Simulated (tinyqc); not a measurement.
Circuit elements from the admittance matrix.

Inverse problem. Y belongs to a common-source circuit with y11 = i w (Cgs + Cgd), y12 = -i w Cgd, y21 = gm - i w Cgd, y22 = gds + i w (Cgd + Cd) and a resistance Rg in series with the gate; w = 2 pi f. Find Rg, Cgs + Cgd, Cgd, gm, gds and Cd.

Parameters, values chosen for the exercise:
```
symbol,value,unit,meaning
f,1,GHz,signal frequency
```

Y with Rg (mS):
```
,1,2
1,0.001309451+0.293650135i,-0.000156898-0.035185138i
2,8.028335258-0.070985954i,0.200754223+0.098537347i
```

Solution. 1/Y11 = Rg + 1/(i w (Cgs + Cgd)) gives Rg; removing it from Z11 returns the inner y, whose parts are read off.

Rg = 15.19 ohm
Cgs + Cgd = 46.74 fF
Cgd = 5.600 fF
gm = 8.029 mS
gds = 0.2007 mS
Cd = 9.400 fF

Computed by the program tinyqc: `OMP_NUM_THREADS=1 python tinyqc.py 2150069 2150070 out.jsonl`, one thread of a shared Intel Xeon 2.30GHz, about 0.01 s for the whole run.
